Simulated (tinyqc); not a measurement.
Inside a calculation. Model: input admittance of a MOSFET at zero drain bias: distributed channel and distributed gate.

tinyqc, about 0.01 s, one thread, Intel Xeon 2.30GHz (shared host): `OMP_NUM_THREADS=1 python tinyqc.py 2262215 2262216 out.jsonl` Printed values are rounded.

Source and drain grounded, strong inversion, w = 2 pi f, Cox = eps0 eox/tox. The channel is an RC line of resistance 1/(mu Cox Vo) per square fed from both ends, so one finger has the intrinsic admittance y = i w Cox L tanh(g)/g per width, g = (1/2) sqrt(i w tau), tau = L^2/(mu Vo). The vertical resistance rv/L is in series with y, the overlaps 2 i w Cov in parallel: y_t = 1/(1/y + rv/L) + 2 i w Cov. The gate strip is a line of Rsh/L per length loaded by y_t, so a finger has Y = y_t Wf tanh(k)/k, k = (Wf/sd) sqrt(y_t Rsh/L); the device has Nf Y.

Inputs (values chosen for the exercise); values of the order met in silicon radio-frequency transistors:
- eox = 3.9 (relative permittivity of the gate insulator (close to silicon dioxide))
- tox = 5 nm (insulator thickness)
- L = 0.38 um (channel length)
- Wf = 0.85 um (finger width)
- Nf = 8 (number of fingers)
- mu = 110 cm^2/(V s) (channel mobility)
- Vo = 0.39 V (gate overdrive)
- Rsh = 3.2 ohm/square (sheet resistance of the gate)
- rv = 0 ohm um^2 (vertical resistivity of the gate stack)
- sd = 1 (number of ends at which a finger is contacted)
- Cov = 0.25 fF/um (overlap and fringe capacitance on each side)
- f = 3.6 GHz (frequency)

Constants: eps0 = 8.8541878128e-14 F/cm where lengths are in cm. Results are converted to the units shown.

## Low-frequency resistances and capacitance

Low-frequency limits, with c = Cox L and ct = c + 2 Cov: R_strip = Rsh Wf/(3 sd^2 L Nf), R_ch = (c/ct)^2 L/(12 mu Cox Vo Wf Nf), R_vert = (c/ct)^2 rv/(L Wf Nf), C = ct Wf Nf.

parts (ohm): strip 0.298246, channel 110.897, vertical 0
sum = 111.195 ohm
C = 21.2458 fF
1/(2 pi R C) = 67.3693 GHz

The channel term is the largest, 99.7 % of the sum.

## Admittance of the channel and stack per width

tau, g, c = Cox L, y and y_t as defined.

tau = 33.6597 ps
g = 0.308497+0.308497i
c = 2.62438 fF/um
y = 3.7444+59.0770i uS/um
y_t = 3.7444+70.3868i uS/um

w tau = 0.761, and Im y is 0.995 of w c.

## Input impedance of the device

k and Y as defined; Z = 1/(Nf Y) = R + 1/(i w C); Q = |Im Z|/R; signal at the point farthest from a contact |1/cosh k|.

k = 0.0150272+0.0142491i
Nf Y = 0.025530+0.478623i mS
R = 111.129 ohm
C = 21.2200 fF
Q = 18.7475
signal at the far point = 0.999989

R is 0.059 % below its low-frequency limit and C is 0.12 % below its own.
